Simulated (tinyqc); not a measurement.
From one set of inputs to another, one input at a time: sheet resistance of a shallow doped layer with concentration-dependent mobility and limited activation. Computed by tinyqc, a small Python program. Command: `OMP_NUM_THREADS=1 python tinyqc.py 3014925 3014926 out.jsonl irvin ladder`. One thread of a shared host (Intel(R) Xeon(R) Processor @ 2.30GHz), about 0.01 s of CPU time with the checks.

A layer of one dopant lies in a background of the opposite type. Current flows parallel to the surface down to the junction; depletion is ignored.

The inputs printed are set A. Set A is modelled on arsenic in silicon; the values taken over come from a set modelled on boron in silicon. Inputs not listed in the table keep their values of set A, so the rows need not describe a real material.

Inputs (values chosen for the exercise, modelled on arsenic in silicon):
```
quantity                          value        unit
surface concentration C_s       8.2e+19      1/cm^3
length l                             38          nm
background C_B                  3.5e+16      1/cm^3
mobility floor mu_min              51.2  cm^2/(V s)
mobility mu_max                    1450  cm^2/(V s)
reference density N_r          9.36e+16      1/cm^3
exponent alpha                    0.676           -
prefactor of the active limit   2.4e+22      1/cm^3
energy of the active limit        0.463          eV
anneal temperature T                850           C
```

Profile: Gaussian.

Constants: k_B = 8.617333262e-05 eV/K; e = 1.602176634e-19 C.

Method:
- C(x) = C_s exp(-x^2/(2 l^2)).
- Temperatures in kelvin are T(C) + 273.15.
- Active limit C_a = prefactor x exp(-energy/(k_B T)); the junction lies where C = C_B, and the profile exceeds C_a down to x_a (zero if C_s is below C_a). Slope at the junction in nm per decade = ln(10) C/|dC/dx|.
- Active density N = min(C, C_a); carriers n = N - C_B; mobility mu = mu_min + (mu_max - mu_min)/(1 + ((N + C_B)/N_r)^alpha).
- Integrals from 0 to x_j, where C = C_B (Gauss-Legendre, 60 points on each smooth piece; 1 nm = 1e-7 cm): dose int C dx, carriers int n dx, mean mobility int n mu dx/int n dx, R_s = 1/(e int n mu dx).

Each row keeps all changes above it:
```
input moved                                                                                          from                    to  junction depth x_j (nm)  mean mobility (cm^2/(V s))  product R_s x_j (ohm nm)
set A                                                                                                   -                     -                   149.69                      74.308                     32242
surface concentration C_s (1/cm^3)                                                                8.2e+19               5.5e+19                   145.79                      81.015                     42968
length l (nm)                                                                                          38                    99                   379.82                      81.015                     42968
mobility mu_max (cm^2/(V s)) and reference density N_r (1/cm^3) and exponent alpha  1450, 9.36e+16, 0.676  478, 1.64e+17, 0.684                   379.82                      63.780                     54579
prefactor of the active limit (1/cm^3) and energy of the active limit (eV)                 2.4e+22, 0.463        8.5e+22, 0.724                   379.82                      64.141                     56262
background C_B (1/cm^3)                                                                           3.5e+16               1.1e+15                   460.53                      64.337                     67869
```

Junction depth x_j goes from 150 to 461, a factor 3.08 in all. The largest single move comes from length l (a factor 2.61). Mean mobility goes from 74.3 to 64.3, a factor 0.866 in all. The largest single move comes from mobility mu_max with reference density N_r with exponent alpha (a factor 0.787), and surface concentration C_s works against it (a factor 1.09). Product R_s x_j goes from 32200 to 67900, a factor 2.10 in all. The largest single move comes from surface concentration C_s (a factor 1.33). The single moves hold for this order of the switches; the total does not depend on the order.

Extremes, crossings and ranges named in words are read from the listed rows.
